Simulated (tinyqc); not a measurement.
# Rapid thermal processing of a wafer: radiative balance, ramp and cooling, pattern effects, pyrometer error and spike budget, step by step

A worked calculation. Computed by tinyqc, a small Python program that keeps every step. Command: `OMP_NUM_THREADS=1 python tinyqc.py 3111212 3111213 out.jsonl rtp walk`. One thread of a shared host (Intel(R) Xeon(R) Processor @ 2.30GHz), about 0.05 s of CPU time with the checks. Intermediate numbers are printed to about 7 digits and carried at full precision; extremes and crossings named in words are read from the listed rows.

The wafer is opaque and uniform through its thickness unless said otherwise; temperatures in formulas are in kelvin (C + 273.15). sigma = 5.670374419e-12 W/(cm^2 K^4).

Inputs (values chosen for the exercise, modelled on a hot silicon wafer):
```
quantity                                              value         unit
wafer thickness d                                       725   micrometre
heat capacity per volume C                             2.19   J/(cm^3 K)
thermal conductivity k                                 0.26     W/(cm K)
emissivity eps of each face                            0.57            -
reflectivity of the chamber walls r                    0.72            -
gas heat-transfer coefficient h, both faces together    2.4  mW/(cm^2 K)
wall temperature T_w                                    300            K
process temperature                                     735            C
starting temperature                                    450            C
ramp rate                                               220          K/s
relative change of absorptivity over a pattern           14            %
period of the pattern                                   2.4           mm
pyrometer wavelength                                    0.9   micrometre
error of the assumed emissivity                         4.2            %
activation energy of the process E_a                   3.66           eV
```

Constants: k_B = 8.617333262e-05 eV/K; h = 6.62607015e-34 J s; c = 299792458 m/s; k_B = 1.380649e-23 J/K.

## Power to hold and to ramp

Effective emissivity between parallel grey plates: eps_eff = 1/(1/eps + 1/(1 - r) - 1). Loss per area q(T) = 2 eps_eff sigma (T^4 - T_w^4) + h (T - T_w). Absorbed power during a ramp = q(T) + C d x ramp rate; thermal time constant tau = C d/(dq/dT), dq/dT = 8 eps_eff sigma T^3 + h; natural cooling rate q/(C d); front-to-back difference under one-sided heating at the end of the ramp = (absorbed power) d/(2 k).

eps_eff = 0.2311703

holding power q = 4.386486 W/cm^2

power at the end of the ramp = 39.31699 W/cm^2

dq/dT = 13.14507 mW/(cm^2 K)

time constant tau = 12.07867 s

natural cooling rate = 27.62705 K/s

front-to-back difference = 5.481695 K

Radiation carries 61 % of the loss. The ramp needs 9.0 times the holding power.

## Cooling curve

Cooling with the lamps off: C d dT/dt = -q(T), integrated adaptively (relative tolerance 1e-10).

Lamps off at t = 0:
```
t (s)     T (C)  cooling rate (K/s)
1.2    703.4016            25.10946
2.4    674.5832            22.97819
4.8    623.7197            19.57176
8.5    558.6999            15.81182
12.0   508.0012            13.28718
18.0   437.8904            10.29998
30.0   337.2614             6.85071
48.0   240.2140             4.23822
```

The rate falls from 27.6 K/s at t = 0 to 4.24 K/s in the last row.

## Thermal budget of a spike

Spike anneal: linear ramp to the peak, then lamps off. Equivalent time at the peak = int exp(-(E_a/k_B)(1/T - 1/T_peak)) dt; estimate (k_B T^2/E_a)(1/ramp rate + 1/cooling rate). The ramp part uses 4000 trapezoid steps, the cooling part 4000 steps over 4 tau. Time within 50 K of the peak from the same curves.

equivalent time, ramp = 0.1039453 s

equivalent time, cooling = 0.8865728 s

equivalent time, total = 0.9905181 s

estimate = 0.9749513 s

time within 50 K of the peak = 2.181175 s

Cooling supplies 90 % of the budget.

## What a faster ramp buys

The formulas are those given above.

Against the ramp rate:
```
ramp (K/s)  ramp part (s)  cooling part (s)  total (s)  power at the peak (W/cm^2)
10               2.286797         0.8865728   3.173370                      5.9742
25               0.914719         0.8865728   1.801292                      8.3559
50               0.457359         0.8865728   1.343932                     12.3252
100              0.228680         0.8865728   1.115253                     20.2640
250              0.091472         0.8865728   0.978045                     44.0802
500              0.045736         0.8865728   0.932309                     83.7740
1000             0.022868         0.8865728   0.909441                    163.1615
```

From 10 to 100 K/s the total falls by a factor 2.8, from 100 to 1000 K/s by 1.23: the cooling part, 0.887 s, is a floor, and the natural cooling rate here is 27.6 K/s.

## Pattern effect

At steady state a sinusoidal change of absorbed power of relative amplitude a and period p gives the temperature amplitude a q/(dq/dT + k d (2 pi/p)^2); healing length l = sqrt(k d/(dq/dT)); process change = E_a dT/(k_B T^2). Emissivity is taken as unchanged.

healing length l = 11.97496 mm

amplitude without lateral conduction = 46.71774 K

amplitude = 0.04748479 K

change of the process rate = 0.1984323 %

Lateral conduction cuts the amplitude to 0.10 %, since p/(2 pi l) = 0.032.

## Pyrometer error

Signal proportional to eps/(exp(c2/(lambda T)) - 1), c2 = h c/k_B. If the assumed emissivity is too high by the given error, the reading T' solves (1 + error)/(exp(c2/(lambda T')) - 1) = 1/(exp(c2/(lambda T)) - 1). Wien estimate: T' - T = -lambda T^2 ln(1 + error)/c2. Process rates go as exp(-E_a/(k_B T)).

c2 = 14387.77 micrometre K

c2/(lambda T) = 15.85717

reading less true temperature = -2.608908 K

Wien estimate = -2.615677 K

rate at T over rate at T', less 1 = 11.55031 %

Checks made by the program: cooling time against quadrature of C d dT/q (relative difference 3e-08).
